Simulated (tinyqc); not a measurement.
What moves the results: Peierls distortion of a half-filled chain. A value that a table varies takes the place of the one given here.

Atoms move by +/- u, so bonds change by -/+ 2u and hoppings are t +/- 2 al u. Bands E = -/+ sqrt((2 t cos x)^2 + D^2 sin^2 x) with D = 4 al u, x = k a in (0, pi/2); the gap is 2D. Energy per atom at zero temperature: E(u) = -mean_x sqrt(...) + 2 K u^2; exactly, the mean is (4t/pi) E(1 - z^2), z = D/2t, E the complete elliptic integral of the second kind with parameter m. Coupling lambda = 2 al^2/(pi t K).

Constants: kB = 8.617333262e-05 eV/K.

Values chosen for the exercise: t = 2.51 eV (hopping of the even chain); al = 6.4 eV/angstrom (change of hopping with bond length); K = 34.4 eV/angstrom^2 (spring constant of a bond).

## Energy against distortion

Exact means; both parts are counted from u = 0.

Energies per atom:

| u (angstrom) | gap (eV) | electrons (meV) | springs (meV) | total (meV) |
|---|---|---|---|---|
| 0.0061 | 0.312 | -6.74 | 2.56 | -4.18 |
| 0.0152 | 0.778 | -33.12 | 15.90 | -17.23 |
| 0.0303 | 1.551 | -105.81 | 63.16 | -42.65 |
| 0.0455 | 2.330 | -205.09 | 142.43 | -62.66 |
| 0.0607 | 3.108 | -323.84 | 253.49 | -70.35 |
| 0.0759 | 3.886 | -457.84 | 396.34 | -61.49 |
| 0.0910 | 4.659 | -603.14 | 569.73 | -33.41 |
| 0.1062 | 5.437 | -759.55 | 775.96 | 16.40 |
| 0.1335 | 6.835 | -1061.09 | 1226.17 | 165.08 |

How do the results move?

The ratio of electronic gain to elastic cost is 2.63 in the first row and 0.87 in the last: the gain goes as u^2 ln(1/u), so it wins at small u for any K. The total is lowest at u = 0.0607 angstrom and turns positive between 0.0910 and 0.1062.

## A coarse mesh hides or distorts the instability

u0 from the gap equation K = 4 al^2 mean(sin^2 x/|E|) on the mesh x_j = (j + 1/2) pi/(2N); 0 where it has no root.

Results:

| N | u0 (angstrom) | gap (eV) | smallest \|E\| at u = 0 (eV) |
|---|---|---|---|
| 1 | 0.0000 | 0.000 | 3.550 |
| 2 | 0.0451 | 2.308 | 1.921 |
| 3 | 0.0582 | 2.981 | 1.299 |
| 4 | 0.0602 | 3.080 | 0.979 |
| 6 | 0.0607 | 3.106 | 0.655 |
| 8 | 0.0607 | 3.107 | 0.492 |
| 12 | 0.0607 | 3.107 | 0.328 |
| 20 | 0.0607 | 3.107 | 0.197 |
| 40 | 0.0607 | 3.107 | 0.099 |
| 4000 | 0.0607 | 3.107 | 0.001 |

What can be read from the table?

For N = 1 no distortion is found: the mesh leaves its own gap at u = 0, which cuts off the logarithm. u0 is within 1 % of the last row from N = 4 on; the mesh must resolve D = 1.554 eV, and the coherence length xi/a = 2t/D is 3.2.

## Closing of the gap with temperature

The gap equation gains the factor tanh(|E|/2kT); 4000 points; Tp is where its root reaches zero.

Results:

| T/Tp | T (K) | u (angstrom) | u/u0 |
|---|---|---|---|
| 0.20 | 1900 | 0.0607 | 1.000 |
| 0.40 | 3800 | 0.0599 | 0.988 |
| 0.60 | 5699 | 0.0556 | 0.916 |
| 0.70 | 6649 | 0.0510 | 0.840 |
| 0.80 | 7599 | 0.0439 | 0.723 |
| 0.90 | 8549 | 0.0326 | 0.538 |
| 0.95 | 9024 | 0.0236 | 0.389 |
| 0.99 | 9404 | 0.0108 | 0.177 |

Tp = 9499 K

What can be read from the table?

D(0)/(kB Tp) = 1.898, against 1.764 at weak coupling. u/u0 is 0.916 at 0.6 Tp and 0.538 at 0.9 Tp, and near Tp it goes as sqrt(1 - T/Tp): 2.20 between the last two rows against sqrt(5) = 2.24. In a single chain fluctuations forbid this transition; coupling between chains sets the real one, far lower.

## What moves the distortion

Exact means. Each row changes one parameter from the base and keeps the others.

Results:

| case | lambda | u0 (angstrom) | gap (eV) | E(u0) - E(0) (meV) |
|---|---|---|---|---|
| base | 0.3020 | 0.0607 | 3.107 | -70.35 |
| t = 2.635 eV | 0.2877 | 0.0580 | 2.969 | -61.78 |
| al = 6.72 eV/angstrom | 0.3330 | 0.0692 | 3.723 | -98.70 |
| K = 36.12 eV/angstrom^2 | 0.2876 | 0.0552 | 2.827 | -58.81 |

What does this show?

The largest shifts from the base row, up to three for each result and ties (the steps differ in size, so this ranks the rows, not the parameters). lambda: al +0.0310, K -0.0144, t -0.0143. u0 (angstrom): al +0.0086, K -0.0055, t -0.0027. gap (eV): al +0.615, K -0.281, t -0.139. E(u0) - E(0) (meV): al -28.35, K +11.54, t +8.57.

(tinyqc, `OMP_NUM_THREADS=1 python tinyqc.py 1681823 1681824 out.jsonl`, Intel(R) Xeon(R) Processor @ 2.30GHz, 1 thread, shared host, about 0.07 s.)
